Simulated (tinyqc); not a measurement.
# Fermi-level pinning at a metal contact (Cowley-Sze model): unpinning by a thin insulator

Interface states of density Ds lie behind a thin layer of thickness dl. Neglecting the depletion charge, the barrier for electrons is phi = S (pM - chi) + (1 - S) E0 with S = 1/(1 + q Ds dl/(eps0 ei)); the barrier for holes is Eg - phi.

An inserted insulator of thickness t and permittivity 8.9 damps the metal-induced states, Ds(t) = Ds exp(-t/0.34 nm), and adds t/8.9 to dl/ei.

Parameters, values chosen for the exercise; material values close to those of silicon:
- Eg = 1.12 eV (band gap)
- chi = 4.04 eV (electron affinity)
- Ds = 1.4e13 cm^-2 eV^-1 (density of interface states)
- E0 = 0.62 eV (depth of their neutrality level below the conduction edge)
- dl = 0.43 nm (thickness of the interface layer)
- ei = 3 (its relative permittivity)
- pM = 5.27 eV (metal work function)

Constants: q = 1.602176634e-19 C, eps0 = 8.8541878128e-14 F/cm where lengths are in cm. Results are converted to the units shown.

Results:
```
t (nm)  Ds(t) (cm^-2 eV^-1)       S  phi (eV)
0                  1.400e13  0.7336     1.068
0.3                5.793e12  0.8435     1.135
0.6                2.397e12  0.9162     1.179
0.9                9.920e11  0.9580     1.204
1.2                4.105e11  0.9798     1.218
1.5                1.699e11  0.9905     1.224
1.8                7.029e10  0.9956     1.227
2.4                1.204e10  0.9991     1.229
```

Estimate the missing row, t = 2.1 nm.

Computed row:
```
t (nm)  Ds(t) (cm^-2 eV^-1)       S  phi (eV)
2.1                2.909e10  0.9980     1.229
```

With this row back in the table: S rises from 0.734 to 0.999, and phi rises from 1.07 to 1.23 eV, towards pM - chi = 1.23 eV. The insulator also adds a tunnelling resistance, which is not counted here and sets a best thickness. For t = 0.3, 0.6, 0.9, 1.2, 1.5, 1.8, 2.1, 2.4 phi lies outside the gap, where band states take over and the formula no longer holds.

Numbers from tinyqc (`OMP_NUM_THREADS=1 python tinyqc.py 2430011 2430012 out.jsonl`; about 0.01 s on one thread of a shared Intel Xeon 2.30GHz).
